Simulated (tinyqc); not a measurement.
Thermoelectric coefficients of a parabolic band, Landauer integrals: effect of the scattering exponent.

Bulk parabolic band, x = (E - Ec)/kB T, C = hbar^2/(2 m0), kB T in eV. Modes per area gv m kB T x/(4 pi C) times the back-scattering length l0 x^rr give the transport function s0 X(x), s0 = (2 q^2/h) gv m kB T l0/(4 pi C), X = x^(1 + rr). I_k = int X (x - eta)^k w dx, w = 1/(4 cosh^2((x - eta)/2)).

sigma = s0 I_0, S = -(kB/q) I_1/I_0, Lorenz number L = (kB/q)^2 [I_2/I_0 - (I_1/I_0)^2], kappa_e = L sigma T. Power factor S^2 sigma, ZT = S^2 sigma T/(kappa_e + kL). The integrals are converged.

Inputs (values chosen for the exercise): temperature T = 300 K; mass of one valley m = 0.19 m0; valleys gv = 2; back-scattering length at x = 1 l0 = 9.1 nm; lattice thermal conductivity kL = 0.3 W/(m K); reduced Fermi level (EF - Ec)/kB T eta = 4.3.

Constants: q = 1.602176634e-19 C, kB = 1.380649e-23 J/K, hbar = 1.054571817e-34 J s, h = 6.62607015e-34 J s, m0 = 9.1093837015e-31 kg, Vt = kB T/q, hbar^2/(2 m0) = 0.0380998212 eV nm^2. Results are converted to the units shown.

Effect of the scattering exponent:
```
rr	sigma (S/cm)	S (uV/K)	kappa_e (W/(m K))	power factor (mW/(m K^2))	ZT	L (1e-8 V^2/K^2)
-0.5	291.8	-37.26	0.1843	0.04050	0.02509	2.105
0	624.0	-64.03	0.3973	0.2558	0.1101	2.122
0.5	1381	-88.87	0.9085	1.091	0.2708	2.193
1	3147	-112.9	2.174	4.009	0.4861	2.302
1.5	7363	-136.6	5.403	13.74	0.7228	2.446
2	1.765e4	-160.5	13.88	45.47	0.9622	2.620
2.5	4.333e4	-184.8	36.72	148.0	1.199	2.825
```

|S| rises from 37.3 to 185 uV/K, on average 49.2 uV/K for each unit of rr (kB/q = 86.2 uV/K in the non-degenerate limit), since a length that grows with energy favours hot carriers. The Lorenz number rises from 2.11 to 2.83 (1e-8 V^2/K^2). l0 is held fixed, so sigma changes too.

Range of the model: Parabolic bands, elastic scattering and a fixed kL make these model figures, not those of a material.

Program tinyqc, `OMP_NUM_THREADS=1 python tinyqc.py 2800124 2800125 out.jsonl`; Intel Xeon 2.30GHz, shared host, one thread, about 0.05 s.
